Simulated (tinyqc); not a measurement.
# Resistance of a tapered via with liner, size effect and interface: effects of single changes

A round via whose diameter grows from db at the bottom as D(z) = db + 2 z/tan(ang). The fill, of diameter D - 2 tl, starts above the bottom liner (thickness fb tl) and has rho = rho0 (1 + ks lam/(D - 2 tl)); the sidewall liner conducts in parallel with it. The bottom liner and the interface are crossed over the full area pi db^2/4. Spreading in the lines above and below is left out.

Inputs (values chosen for the exercise); fill metal close to cobalt:

| symbol | value | unit | meaning |
|---|---|---|---|
| db | 26 | nm | diameter at the bottom |
| hv | 88 | nm | height |
| ang | 87 | degrees | sidewall angle |
| rho0 | 6.36 | uohm cm | bulk resistivity of the fill |
| lam | 11.9 | nm | mean free path of the fill |
| ks | 1.2 |  | size-effect factor |
| tl | 1.9 | nm | liner on the sidewall |
| fb | 0.5 |  | liner at the bottom over that on the sidewall |
| rl | 200 | uohm cm | resistivity of the liner |
| ri | 7.6e-12 | ohm cm^2 | interface resistivity at the bottom |
| Sb | 1e15 | S/m^2 | ballistic conductance per area, about 3/(4 rho0 lam) |
| rho2 | 7.72 | uohm cm | bulk resistivity of the second fill (close to ruthenium) |
| lam2 | 6.71 | nm | its mean free path |
| tl2 | 0.3 | nm | its liner |

Each table varies one quantity; the others keep the values above.

## Via resistance against the diameter at the bottom

Slices between z0 = fb tl and hv, evaluated at their midpoints: conductance per length pi/4 [(D - 2 tl)^2/rho + (D^2 - (D - 2 tl)^2)/rl], slice resistance = slice height over that. 2000 slices. R_fill = sum of the slices; R_bottom = rl fb tl/(pi db^2/4); R_interface = ri/(pi db^2/4); ballistic (Sharvin) limit 1/(Sb pi (db - 2 tl)^2/4); ideal cylinder rho0 hv/(pi db^2/4).

Results:
```
db (nm),R_fill (ohm),R_bottom (ohm),R_interface (ohm),R (ohm),ballistic limit (ohm),R over ideal cylinder,largest part
6,813.6,67.20,26.88,907.6,263.1,4.585,fill
8.3,296.1,35.12,14.05,345.2,62.88,3.338,fill
11,132.1,19.99,7.997,160.1,24.56,2.718,fill
16,49.50,9.450,3.780,62.73,8.554,2.254,fill
22,22.73,4.998,1.999,29.73,3.844,2.019,fill
42,5.148,1.371,0.5486,7.068,0.8725,1.750,fill
58,2.533,0.7191,0.2877,3.540,0.4334,1.671,fill
80,1.269,0.3780,0.1512,1.798,0.2193,1.615,fill
```

Estimate the missing row, db = 30 nm.

Computed row:
```
db (nm),R_fill (ohm),R_bottom (ohm),R_interface (ohm),R (ohm),ballistic limit (ohm),R over ideal cylinder,largest part
30,11.01,2.688,1.075,14.77,1.855,1.865,fill
```

With this row back in the table: R falls from 908 to 1.80 ohm. The fill is the largest part at db = 6 and in all other rows. R goes as db^(-2.98) between the first two rows and db^(-2.11) between the last two; area alone gives -2.

## Via resistance against the interface resistivity at the bottom

Same model as above.

2000 slices.

The same in every row: R_fill (ohm) = 15.33; R_bottom (ohm) = 3.579; ballistic limit (ohm) = 2.583.

Via resistance against the interface resistivity at the bottom:
```
ri (ohm cm^2),R_interface (ohm),R (ohm),R over ideal cylinder,largest part
2e-13,0.03767,18.94,1.797,fill
5e-13,0.09417,19.00,1.803,fill
1e-12,0.1883,19.10,1.811,fill
2e-12,0.3767,19.28,1.829,fill
6e-12,1.130,20.04,1.901,fill
1e-11,1.883,20.79,1.972,fill
3e-11,5.650,24.56,2.330,fill
```

What does the comparison show?

R rises from 18.9 to 24.6 ohm. The fill is the largest part at ri = 2e-13 and in all other rows. The share of the two bottom terms goes from 19.1 to 37.6 %.

## Two fill metals against the diameter

2000 slices. R_fill = sum of the slices; R_bottom = rl fb tl/(pi db^2/4); R_interface = ri/(pi db^2/4). The second fill has rho2, lam2 and tl2 in place of rho0, lam and tl.

Result of one run:
```
db (nm),"R, first fill (ohm)","R, second fill (ohm)",ratio second/first
8.5,322.64,128.88,0.39945
```

What becomes of these results when the diameter at the bottom db is changed from 8.5 to 24 nm, all else the same?

Result of the changed run:
```
db (nm),"R, first fill (ohm)","R, second fill (ohm)",ratio second/first
24,24.373,16.953,0.69556
```

The whole series:
```
db (nm),"R, first fill (ohm)","R, second fill (ohm)",ratio second/first
6,907.64,254.68,0.28059
8.5,322.64,128.88,0.39945
12,127.83,65.857,0.51519
17,54.264,33.364,0.61483
24,24.373,16.953,0.69556
35,10.512,8.0468,0.76547
49,5.0716,4.1272,0.81379
70,2.3790,2.0292,0.85296
100,1.1293,0.99620,0.88212
```

The ratio goes from 0.281 to 0.882. The second fill gives the lower R in every row.

tinyqc, about 0.01 s, one thread, Intel Xeon 2.30GHz (shared host): `OMP_NUM_THREADS=1 python tinyqc.py 2750006 2750007 out.jsonl`
